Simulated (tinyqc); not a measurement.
Oxidation of curved silicon (wires and holes): cylindrical Deal-Grove kinetics with stress-retarded reaction: one step, computed by the program tinyqc.

Silicon fills r < a and oxide a < r < b. One volume of silicon gives 2.25 volumes of oxide, and the length is fixed.

Problem. Rate at the start. Geometry: b^2 = b0^2 + 1.25 (a0^2 - a^2), b0 = a0 + x_i. Rate of oxide made per interface area: q = 1/[1/k + 2 a |ln(b/a)|/B], and |da/dt| = q/2.25. Reaction k = (B/A) exp(-sigma V_k/(k_B T)). New oxide pushes the old with radial speed u = 1.25 |da/dt| at r = a; the shear stress at radius r is s_c asinh(z a^2/r^2), z = 2 eta u/(a s_c) (Eyring flow), and the compressive normal stress at the interface is sigma = |int_a^b 2 s/r dr| = s_c |F(z) - F(z a^2/b^2)|, F(y) = int_0^y asinh(w)/w dw. q and sigma are solved together. 1 MPa angstrom^3 = 6.241509e-6 eV.

Inputs (values chosen for the exercise, close to those used for silicon in steam):

| quantity | value | unit |
|---|---|---|
| starting silicon radius a0 | 43 | nm |
| starting oxide x_i | 1 | nm |
| critical shear stress s_c | 60 | MPa |
| activation volume V_k | 8.8 | angstrom^3 |
| temperature T | 825 | C |

Shape: wire (convex).

B = 109271.3 nm^2/h

B/A = 39.37205 nm/h

low-stress viscosity eta = 5.403859e+16 Pa s

k_B T = 0.09463125 eV

Give: oxide radius b0; rate q without stress; normal stress sigma; factor on the reaction; rate q with stress.

Solution.

oxide radius b0 = 44 nm

rate q without stress = 39.344 nm/h

normal stress sigma = 36.127 MPa

factor on the reaction = 0.97925

rate q with stress = 38.528 nm/h
